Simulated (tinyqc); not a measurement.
Adsorption as a lattice gas: isotherms with interactions, competition, desorption peaks and saturation dose: one step, computed by the program tinyqc.

One adsorbate per site; a molecule needs 2 empty sites. Gas and surface have the same temperature.

Task: Flux and the Langmuir coverage. Flux F = p/sqrt(2 pi M k_B T); k_d = nu exp(-E/(k_B T)); 2 s0 F (1 - theta)^2 = N_s k_d theta^2, so y = sqrt(2 s0 F/(N_s k_d)), theta = y/(1 + y). With a second gas on the same sites theta = y/(1 + y + K_B p_B).

Inputs (values chosen for the exercise, for a model surface):

| quantity | value | unit |
|---|---|---|
| desorption energy E | 1.29 | eV |
| prefactor nu | 4.5e+12 | 1/s |
| site density N_s | 9.1 | 1/nm^2 |
| molecular mass M | 78.8 | u |
| sticking coefficient s0 | 0.23 | - |
| temperature T | 474 | K |
| pressure p | 0.0053 | Pa |
| blocking by a second gas, K_B p_B | 0.79 | - |

Adsorption: dissociative (second order).

Constants: u = 1.6605390666e-27 kg; k_B = 1.380649e-23 J/K; k_B = 8.617333262e-05 eV/K.

Give: flux F; k_d; y; Langmuir coverage; coverage with the second gas.

Result:

flux F = 72.25 1/(nm^2 s)

k_d = 0.08657 1/s

y = 6.495

Langmuir coverage = 0.8666

coverage with the second gas = 0.7840
